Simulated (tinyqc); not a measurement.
Hubbard ring of 3 sites, step by step. One step of it, computed by the program tinyqc.

Task: The many-body Hamiltonian. Basis: all placements (u, d, 2, 0 on each site), up operators ordered before down ones; hops carry the sign of the same-spin electrons passed.

one-body matrix (hopping and site energies) (eV):
```
,1,2,3
1,0.000000,-1.690000,-1.690000
2,-1.690000,0.000000,-1.690000
3,-1.690000,-1.690000,0.000000
```

U = 7.400000 eV

electrons, up and down: 2  1

Give: H.

Result:

H (eV):
```
,2u0,u20,uud,20u,udu,u02,duu,02u,0u2
2u0,7.400,-1.690,-1.690,-1.690,0.000,0.000,1.690,0.000,0.000
u20,-1.690,7.400,-1.690,0.000,-1.690,0.000,0.000,1.690,0.000
uud,-1.690,-1.690,0.000,0.000,0.000,-1.690,0.000,0.000,1.690
20u,-1.690,0.000,0.000,7.400,-1.690,-1.690,-1.690,0.000,0.000
udu,0.000,-1.690,0.000,-1.690,0.000,-1.690,0.000,-1.690,0.000
u02,0.000,0.000,-1.690,-1.690,-1.690,7.400,0.000,0.000,-1.690
duu,1.690,0.000,0.000,-1.690,0.000,0.000,0.000,-1.690,-1.690
02u,0.000,1.690,0.000,0.000,-1.690,0.000,-1.690,7.400,-1.690
0u2,0.000,0.000,1.690,0.000,0.000,-1.690,-1.690,-1.690,7.400
```
